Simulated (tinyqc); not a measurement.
Changing the reactive partial pressure P: Berg model of reactive sputtering of a nitride or oxide: poisoning, hysteresis and pumping speed. Computed by tinyqc, a small Python program. Command: `OMP_NUM_THREADS=1 python tinyqc.py 3019503 3019504 out.jsonl berg sweep`. One thread of a shared host (Intel(R) Xeon(R) Processor @ 2.30GHz), about 0.03 s of CPU time with the checks.

A diatomic gas reacts with bare metal on the target and on the collecting surfaces; ions remove metal and compound from the target. theta_t and theta_c are the compound fractions.

Inputs (values chosen for the exercise, close to those used for aluminium oxide):

| quantity | value | unit |
|---|---|---|
| ion current density J | 40 | mA/cm^2 |
| target area A_t | 180 | cm^2 |
| collecting area A_c | 5400 | cm^2 |
| metal yield Y_m | 0.83 | - |
| compound yield Y_c | 0.043 | - |
| sticking coefficient alpha | 0.32 | - |
| reactive atoms per metal atom z | 1.5 | - |
| gas mass M | 32 | u |
| pumping speed S | 88 | l/s |
| gas temperature T | 300 | K |

Constants: e = 1.602176634e-19 C; u = 1.6605390666e-27 kg; k_B = 1.380649e-23 J/K.

Method. Ion flux j = J/e; gas flux F = P/sqrt(2 pi M k_B T). Target: (2/z) alpha F (1 - theta_t) = j Y_c theta_t. Sputtered flows F_c = j Y_c theta_t A_t, F_m = j Y_m (1 - theta_t) A_t. Collector: (2/z) alpha F (1 - theta_c) A_c + F_c (1 - theta_c) = F_m theta_c. Gas use Q = alpha F [(1 - theta_t) A_t + (1 - theta_c) A_c] + P S/(k_B T); 1 sccm = 4.4780e17 molecules/s. Rate R = F_m + F_c, given relative to j Y_m A_t.

One run for each value:

| reactive partial pressure P (Pa) | total flow Q (sccm) | rate relative to clean metal | theta_t | theta_c |
|---|---|---|---|---|
| 5.00e-04 | 4.947 | 0.95190 | 0.05073 | 0.08279 |
| 1.10e-03 | 9.824 | 0.90025 | 0.10520 | 0.17375 |
| 2.30e-03 | 16.780 | 0.81291 | 0.19731 | 0.32827 |
| 5.00e-03 | 23.903 | 0.66977 | 0.34827 | 0.56560 |
| 1.10e-02 | 24.936 | 0.48763 | 0.54036 | 0.80144 |
| 2.30e-02 | 20.036 | 0.32600 | 0.71083 | 0.93026 |
| 1.10e-01 | 13.065 | 0.12614 | 0.92161 | 0.99574 |
| 2.30e-01 | 16.459 | 0.08887 | 0.96091 | 0.99898 |
| 5.00e-01 | 28.046 | 0.06923 | 0.98163 | 0.99978 |

Give the missing row, reactive partial pressure P (Pa) = 5.00e-02.

Computed row:
```
reactive partial pressure P (Pa)  total flow Q (sccm)  rate relative to clean metal  theta_t  theta_c
5.00e-02                                       14.713                       0.20128  0.84237  0.98147
```

Interpolating between the two neighbouring rows (the first column on a logarithmic scale, the others too where they are positive) misses most in total flow Q (sccm), by 10 %. Over the rows, total flow Q (sccm) lies between 4.95 and 28.0 without a single trend; rate relative to clean metal falls from 0.952 to 0.0692 (exponent d ln y / d ln x -0.071 between the first rows and -0.32 between the last); theta_t rises from 0.0507 to 0.982 (exponent d ln y / d ln x 0.93 between the first rows and 0.027 between the last). Where Q falls as P rises the target is poisoning and the metal that getters the gas dwindles; that stretch is unstable under flow control.

Caution (rows 0.0110, 0.0230, 0.0500): here dQ/dP is negative, a branch that flow control cannot hold.

Extremes, crossings and ranges named in words are read from the listed rows.
